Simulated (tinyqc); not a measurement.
Inside a calculation. Model: AlGaN/GaN HEMT with access regions, lumped model.

tinyqc, about 0.02 s, one thread, Intel Xeon 2.30GHz (shared host): `OMP_NUM_THREADS=1 python tinyqc.py 2570130 2570131 out.jsonl` Printed values are rounded.

A polarisation-induced electron sheet under a Schottky gate, in series with two ungated access regions and contacts. Drift law v = mu E/(1 + mu E/vs) under the gate. Currents in mA/mm, resistances in ohm mm. No self-heating, no channel-length modulation; fits for polarisation, barrier and offset are chosen for the exercise.

Values chosen for this exercise; values close to those of AlGaN/GaN structures:
- x = 0.35 (aluminium share of the barrier)
- d = 30 nm (barrier thickness)
- eps_r = 9.4 (relative permittivity of barrier and channel)
- mu = 1200 cm^2/(V s) (channel mobility)
- vs = 1.2e7 cm/s (saturation velocity)
- Lg = 1 um (gate length)
- Ls = 2 um (source access length)
- Ld = 2 um (drain access length)
- Rc = 0.55 ohm mm (resistance of each contact)
- ft = 0 (share of the drain-access electrons removed by traps)
- Vg = 0 V (gate voltage)
- Vd = 4 V (drain voltage)
- Ec = 2.7 MV/cm (critical field)
- te = 0.32 um (depth over which the depleted charge spreads)
- tf = 300 nm (insulator under the field plate)
- ei = 7 (relative permittivity of that insulator)

Constants: q = 1.602176634e-19 C, eps0 = 8.8541878128e-14 F/cm where lengths are in cm. Results are converted to the units shown.

## Polarisation charge, threshold and sheet resistance

sigma = (5e13 x + 1.6e13 x^2) cm^-2, phiB = 0.84 + 1.3 x, dEc = 0.7 (1.71 x + x^2) in volts, Cb = eps0 eps_r/d, VT = phiB - dEc - q sigma/Cb, access density n0 = -Cb VT/q. Rsh = 1/(q mu n0); largest access current q n0 vs.

sigma = 1.946e13 cm^-2
Cb = 0.2774312 uF/cm^2
VT = -10.44793 V
n0 = 1.809152e13 cm^-2
Rsh = 287.4969 ohm
q n0 vs = 3478.298 mA/mm

## Iteration 1: drain current

I at the start = 1100 mA/mm

Access resistance R(L, n) = L/(q mu n sqrt(1 - (I/(q n vs))^2)); Rs = Rc + R(Ls, n0), Rd = Rc + R(Ld, (1 - ft) n0). Vg' = Vg - I Rs, Vd' = Vd - I (Rs + Rd); with u = Vg' - VT, Vc = vs Lg/mu and w the smaller of Vd' and Vc [sqrt(1 + 2 u/Vc) - 1] (0 if negative), the channel gives (mu Cb/Lg)(u w - w^2/2)/(1 + w/Vc). I(new) = I + 0.5 (channel current - I).

Rs = 1.156101 ohm mm
Rd = 1.156101 ohm mm
Vg' = -1.271711 V
Vd' = 1.456578 V
channel current = 1667.593 mA/mm
I after iteration 1 = 1383.797 mA/mm

## Iteration 2: drain current

As before.

Rs = 1.176726 ohm mm
Rd = 1.176726 ohm mm
Vg' = -1.628350 V
Vd' = 0.7433003 V
channel current = 1199.165 mA/mm
I after iteration 2 = 1291.481 mA/mm

## Course of the iteration: drain current

Stop when I changes by less than 1e-6 mA/mm, or after 60 iterations. I must stay below q (1 - ft) n0 vs.

Course of the iteration:
```
iteration	I (mA/mm)	|change| (mA/mm)
1	1383.797	284
2	1291.481	92.3
3	1341.697	50.2
4	1317.684	24.0
5	1330.054	12.4
6	1323.896	6.16
7	1327.017	3.12
8	1325.449	1.57
9	1326.240	0.791
...	...	...
21	1325.976	2.12e-4
22	1325.976	1.07e-4
23	1325.976	5.37e-5
24	1325.976	2.71e-5
25	1325.976	1.36e-5
26	1325.976	6.87e-6
27	1325.976	3.46e-6
28	1325.976	1.74e-6
29	1325.976	8.79e-7
```

Converged in 29 iterations. At the end each change is about 0.50 times the one before, with alternating sign: linear convergence. Of Vd, 22.3 % reaches the channel; the access current is 38 % of its limit.

## On-resistance and breakdown

sigma = (5e13 x + 1.6e13 x^2) cm^-2, phiB = 0.84 + 1.3 x, dEc = 0.7 (1.71 x + x^2) in volts, Cb = eps0 eps_r/d, VT = phiB - dEc - q sigma/Cb, access density n0 = -Cb VT/q. Ron = 2 Rc + Ls/(q mu n0) + Ld/(q mu (1 - ft) n0) + Lg/(mu Cb (Vg - VT)). Off state: a depleted stretch that holds the voltage V has the peak field sqrt(k V), k = 2 q n0/(eps0 eps_r te), so one edge holds V1 = Ec^2/k. The sheet under the plate pinches off at Vf = q n0 (1/Cb + tf/(eps0 ei)); beyond it the gate edge is screened. BV = V1 if Vf >= V1, else Vf + V1, and at most Ec Ld. Specific resistance Ron (Ls + Lg + Ld); figure of merit BV^2 over it.

Ron = 2.537485 ohm mm
Vf = 150.7487 V
V1 = 33.49180 V
BV = 33.49180 V
specific resistance = 0.1268742 mohm cm^2
figure of merit = 8.841046 MW/cm^2

The plate pinches off too late to screen the gate edge, so it adds nothing.
